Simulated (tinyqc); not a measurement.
Thermoelectric coefficients of a parabolic band, Landauer integrals: one step of the calculation.

Bulk parabolic band, x = (E - Ec)/kB T, C = hbar^2/(2 m0), kB T in eV. Modes per area gv m kB T x/(4 pi C) times the back-scattering length l0 x^rr give the transport function s0 X(x), s0 = (2 q^2/h) gv m kB T l0/(4 pi C), X = x^(1 + rr). I_k = int X (x - eta)^k w dx, w = 1/(4 cosh^2((x - eta)/2)).

Question. Power factor and figure of merit. Power factor S^2 sigma, ZT = S^2 sigma T/(kappa_e + kL).

Values chosen for this exercise:
```
symbol  value     unit                       meaning
T         400        K                   temperature
kL        1.9  W/(m K)  lattice thermal conductivity
```

sigma = 5190.2179 S/cm
S = -261.93717 uV/K
kappa_e = 5.8111012 W/(m K)

Find: power factor; ZT; electronic share of kappa.

Answer.

power factor = 35.611 mW/(m K^2)
ZT = 1.8472
electronic share of kappa = 75.360 %

Range of the model: Parabolic bands, elastic scattering and a fixed kL make these model figures, not those of a material.

tinyqc, about 0.1 s, one thread, Intel Xeon 2.30GHz (shared host): `OMP_NUM_THREADS=1 python tinyqc.py 2800113 2800114 out.jsonl`
